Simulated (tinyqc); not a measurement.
Deep-level transient spectroscopy (DLTS) of one majority-carrier trap: one step, computed by the program tinyqc. Command: `OMP_NUM_THREADS=1 python tinyqc.py 3026053 3026054 out.jsonl dlts walk`. One thread of a shared host (Intel(R) Xeon(R) Processor @ 2.30GHz), about 0.08 s of CPU time with the checks.

A filling pulse loads the traps in a one-sided junction; under reverse bias they empty at the rate e, and the capacitance relaxes as C(t) = C_0 - dC exp(-e t). The signal is S = [C(t_2) - C(t_1)]/dC.

Question. Emission rate at T. e = g sigma v N_b exp(-E/k_B T), v = sqrt(3 k_B T/m), N_b = 2 M (2 pi m k_B T/h^2)^(3/2), sigma = sigma_0 exp(-E_b/k_B T), E = E_t.

Inputs (values chosen for the exercise, with mass and screening modelled on ZnO): density-of-states mass m = 0.273 m_0; valleys M = 1; trap depth E_t = 0.8 eV; cross-section sigma_0 = 9e-15 cm^2; degeneracy ratio g = 2; temperature T = 492 K; capture barrier E_b = 0.13 eV.

Carriers: electrons. Extra term: capture barrier.

Constants: k_B = 8.617333262e-05 eV/K; k_B = 1.380649e-23 J/K; m_0 = 9.1093837015e-31 kg; h = 6.62607015e-34 J s.

Give: thermal velocity v; N_b; sigma; E; emission rate e.

Answer.

thermal velocity v = 2.863e+07 cm/s

N_b = 7.518e+18 cm^-3

sigma = 4.194e-16 cm^2

E = 0.8 eV

emission rate e = 1153 1/s
